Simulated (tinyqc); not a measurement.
Holstein polaron on two sites: one step, computed by the program tinyqc.

One electron on sites 1 and 2: H = -t (c1+ c2 + c2+ c1) + hbar omega sum_i b_i+ b_i - g hbar omega sum_i n_i (b_i + b_i+). The symmetric phonon shifts the energy by -g^2 hbar omega/2 and drops out; with b = (b_1 - b_2)/sqrt(2) there remains H = -t sigma_x + hbar omega b+ b - (g hbar omega/sqrt(2)) sigma_z (b + b+). Parity splits it into blocks p = +1 and -1 over phonon numbers n. Zero-point energies are left out. Weights Z refer to mode b alone; the displaced symmetric mode multiplies the full zero-phonon weight by exp(-g^2/2).

Question. The even block in a small basis. Block p: H_nn = n hbar omega - p t (-1)^n - g^2 hbar omega/2, H_(n,n+1) = -(g hbar omega/sqrt(2)) sqrt(n + 1). Take p = +1 and n = 0..N-1.

Inputs (values chosen for the exercise, for a model dimer):
```
quantity                  value  unit
hopping t                   290   meV
phonon energy hbar omega    129   meV
coupling g                    3     -
phonon levels kept N          4     -
```

Give: H, even block.

Answer.

H, even block (meV):
```
         1        2        3        4
1  -870.50  -273.65     0.00     0.00
2  -273.65  -161.50  -387.00     0.00
3     0.00  -387.00  -612.50  -473.98
4     0.00     0.00  -473.98    96.50
```
